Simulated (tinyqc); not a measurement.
# Ferroelectric switching, Landau-Khalatnikov equation: two studies

One domain: rho dP/dt = E - (2 al P + 4 be P^3), with al = -3 sqrt(3) Ec/(4 Pr), be = 3 sqrt(3) Ec/(8 Pr^3), so that the static loop has remanence Pr and coercive field Ec. With P in uC/cm^2, E in kV/cm, rho in ohm m and t in ns, dP/dt = [E - 2 al P - 4 be P^3]/(100 rho).

Inputs (values chosen for the exercise); remanent polarisation and coercive field close to those of a vinylidene fluoride copolymer films:
```
symbol  value     unit                        meaning
Pr        8.4  uC/cm^2          remanent polarisation
Ec        530    kV/cm          static coercive field
rho       1.4    ohm m  viscosity of the polarisation
Em       1400    kV/cm                field amplitude
```

Each table varies one quantity; the others keep the values above.

## Coercive field against sweep rate

The field rises as E = 4 Em t/Tp (the first quarter of a triangular wave of period Tp) from P = -Pr; the dynamic coercive field Ed is E when P crosses zero.

Coercive field against sweep rate:

| Tp (ns) | dE/dt (kV/(cm ns)) | Ed (kV/cm) | Ed/Ec - 1 |
|---|---|---|---|
| 15 | 373.3 | 1290 | 1.434 |
| 36 | 155.6 | 985.1 | 0.8586 |
| 84 | 66.67 | 803.9 | 0.5168 |
| 200 | 28.00 | 691.0 | 0.3037 |
| 470 | 11.91 | 624.3 | 0.1780 |
| 1100 | 5.091 | 584.9 | 0.1036 |
| 2600 | 2.154 | 561.5 | 0.05942 |
| 6200 | 0.9032 | 547.9 | 0.03371 |
| 15000 | 0.3733 | 540.0 | 0.01886 |

What does the table show?

As the period grows, Ed falls from 1290 to 540 kV/cm, towards the static Ec = 530 kV/cm. The excess Ed/Ec - 1 goes as Tp^(-0.59) between the first two rows and as Tp^(-0.66) between the last two; slow passage through a saddle-node point gives -2/3.

## Switching time against field

In the constant field E = Em the time to go from -Pr to 0 is the integral of dP/(dP/dt); tau = 100 rho/(-4 al). Near Ec the bottleneck estimate is pi 100 rho/sqrt(c (Em - Ec)) with c = 12 be Pr/sqrt(3); for large fields the time tends to 100 rho Pr/Em.

Switching time against field:

| Em (kV/cm) | Em/Ec | time (ns) | time/tau | bottleneck estimate (ns) | large-field limit (ns) |
|---|---|---|---|---|---|
| 541 | 1.021 | 21.01 | 49.20 | 22.81 | 2.174 |
| 552 | 1.042 | 14.32 | 33.53 | 16.13 | 2.130 |
| 574 | 1.083 | 9.591 | 22.46 | 11.40 | 2.049 |
| 617 | 1.164 | 6.310 | 14.78 | 8.111 | 1.906 |
| 705 | 1.330 | 3.965 | 9.285 | 5.719 | 1.668 |
| 879 | 1.658 | 2.395 | 5.609 | 4.049 | 1.338 |
| 1230 | 2.321 | 1.370 | 3.207 | 2.859 | 0.9561 |
| 1930 | 3.642 | 0.7490 | 1.754 | 2.022 | 0.6093 |
| 3320 | 6.264 | 0.3963 | 0.9281 | 1.432 | 0.3542 |

What does the table show?

The switching time falls from 21.0 to 0.396 ns. Against Em - Ec it goes with exponent -0.55 between the first two rows (-1/2 at a saddle-node bottleneck) and -0.92 between the last two. The bottleneck estimate is 8.6 % above the time in the first row, the large-field limit 11 % below it in the last.

Computed by the program tinyqc: `OMP_NUM_THREADS=1 python tinyqc.py 2860127 2860128 out.jsonl`, one thread of a shared Intel Xeon 2.30GHz, about 0.09 s for the whole run.
